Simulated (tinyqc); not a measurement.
Exchange-only LDA atom on a uniform radial grid, spin-unpolarised, for Be(2+), step by step. Computed by tinyqc, a small Python program that keeps every step. Settings: Z = 4, points = 192, R = 5.7, functional = Slater exchange alone, mixing = 1.0, iteration cap = 59. Command: `OMP_NUM_THREADS=1 python tinyqc.py 29505 29506 out.jsonl` (the two numbers bound the seeds that draw the settings). One thread of a shared host (Intel(R) Xeon(R) Processor @ 2.60GHz), about 0.08 s of CPU time with the checks. Later iterations appear only in the table of the cycle.

## Iteration 1

Spherical atom on a uniform radial grid r_j = j h with h = R/(N + 1), h sum u^2 = 1 and integrals as h times sums, u(0) = u(R) = 0 (atomic units):
```
parameter           value
Z                       4
points N              192
R                5.700000
h                0.029534
mixing           1.000000
electrons in 1s         2
```

Three-point differences turn -u''/2 + [l(l+1)/2r^2 - Z/r + V] u = e u into a tridiagonal matrix (diagonal 1/h^2 + potential, off-diagonal -1/2h^2). D = sum f u^2; the Hartree potential y/r solves y'' = -D/r with y(0) = 0, y(R) = N_e; v_xc comes from rho = D/(4 pi r^2); E = sum f e - int D V + int D (V_H/2 + eps_xc); V(new) = V + mixing (V_H + v_xc - V).

eigenvalues (hartree): 1s -7.972281

Every 12th grid point:
```
r             V in     u(1s)         D       V_H       v_xc
0.354404  0.000000  1.373644  3.773793  4.840347  -1.316782
0.708808  0.000000  0.667827  0.891986  2.784044  -0.512886
1.063212  0.000000  0.243509  0.118593  1.879064  -0.199769
1.417617  0.000000  0.078925  0.012458  1.410705  -0.077810
1.772021  0.000000  0.023982  0.001150  1.128648  -0.030307
2.126425  0.000000  0.006996  0.000098  0.940545  -0.011804
2.480829  0.000000  0.001984  0.000008  0.806182  -0.004598
2.835233  0.000000  0.000551  6.08e-07  0.705409  -0.001791
3.189637  0.000000  0.000151  4.54e-08  0.627031  -0.000698
3.544041  0.000000  0.000041  3.31e-09  0.564327  -0.000272
3.898446  0.000000  0.000011  2.37e-10  0.513025  -0.000106
4.252850  0.000000  2.89e-06  1.67e-11  0.470273  -0.000041
4.607254  0.000000  7.60e-07         0  0.434098  -0.000016
4.961658  0.000000  1.98e-07         0  0.403091   0.000000
5.316062  0.000000  4.90e-08         0  0.376218   0.000000
5.670466  0.000000  2.71e-09         0  0.352705   0.000000
```

total energy = -13.09085967 hartree

## Iteration 2

As before.

eigenvalues (hartree): 1s -4.492596

Every 12th grid point:
```
r             V in     u(1s)         D       V_H       v_xc
0.354404  3.523565  1.321044  3.490317  4.575105  -1.282950
0.708808  2.271158  0.773547  1.196749  2.744524  -0.565678
1.063212  1.679296  0.356587  0.254309  1.874225  -0.257609
1.417617  1.332895  0.149944  0.044967  1.410154  -0.119356
1.772021  1.098342  0.060137  0.007233  1.128588  -0.055938
2.126425  0.928741  0.023443  0.001099  0.940539  -0.026435
2.480829  0.801584  0.008968  0.000161  0.806181  -0.012569
2.835233  0.703618  0.003384  0.000023  0.705409  -0.006005
3.189637  0.626333  0.001264  3.20e-06  0.627031  -0.002879
3.544041  0.564056  0.000468  4.39e-07  0.564327  -0.001385
3.898446  0.512919  0.000172  5.94e-08  0.513025  -0.000667
4.252850  0.470232  0.000063  7.96e-09  0.470273  -0.000322
4.607254  0.434082  0.000023  1.05e-09  0.434098  -0.000156
4.961658  0.403091  0.000008  1.36e-10  0.403091  -0.000075
5.316062  0.376218  2.69e-06  1.45e-11  0.376218  -0.000034
5.670466  0.352705  1.70e-07         0  0.352705   0.000000
```

total energy = -13.23833388 hartree

## Convergence

Stop when input and output potentials agree to 1e-7.

Course of the cycle (hartree):
```
iteration             E      e(1s)  largest |V(out) - V(in)|
1          -13.09085967  -7.972281                  4.88e+00
2          -13.23833388  -4.492596                  6.04e-01
3          -13.24208525  -4.741355                  9.82e-02
4          -13.24218801  -4.699906                  1.63e-02
5          -13.24219081  -4.706728                  2.68e-03
6          -13.24219089  -4.705600                  4.44e-04
7          -13.24219089  -4.705786                  7.33e-05
8          -13.24219089  -4.705755                  1.21e-05
9          -13.24219089  -4.705760                  2.00e-06
10         -13.24219089  -4.705760                  3.31e-07
11         -13.24219089  -4.705760                  5.46e-08
```

Converged in 11 iterations. A uniform grid resolves the cusp poorly: for a bare nucleus this grid gives 1s at -7.97228 against -Z^2/2 = -8 hartree. Before convergence this energy mixes input and output and is not variational, so it may rise towards its limit.
